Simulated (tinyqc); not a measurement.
A ladder of methods, and size consistency: correlation methods against full CI in the 3-21g basis, for H2, spin multiplicity 1. Computed by the program tinyqc with PySCF. All electrons correlated; +Q is the Davidson correction (1 - c0^2) E_corr. The last columns treat two copies 100 angstrom apart as one system. FCI is the lowest singlet.

Geometry (angstrom):
```
atom       x       y       z
H     0.0000  0.0000  0.0000
H     0.0000  0.0000  0.9720
```

RHF energy of one = -1.096468 hartree

Correlation energies (hartree):
```
method   E_corr of one  share of FCI (%)  E_corr of two at 100 angstrom  two minus twice one (mhartree)
MP2          -0.019812           64.0555                      -0.039625                          0.0000
CISD         -0.030930          100.0000                      -0.060312                          1.5485
CISD+Q       -0.031748          102.6440                      -0.063246                          0.2498
CCSD         -0.030930          100.0000                      -0.061860                          0.0000
CCSD(T)      -0.030930          100.0000                      -0.061860                          0.0000
FCI          -0.030930          100.0000                              -                               -
```

What does the comparison show, and why?

MP2 recovers 64 %, CISD 100.0 % and CCSD 100.0 % of the FCI value (c0^2 = 0.974 in CISD). MP2 and coupled cluster are size consistent, so their last column vanishes; CISD loses 1.55 mhartree, since a double excitation on each copy is a quadruple of the pair, and the Davidson correction leaves +0.25. With two electrons, or one virtual orbital, CISD and CCSD are exact for one copy, so +Q overshoots there.
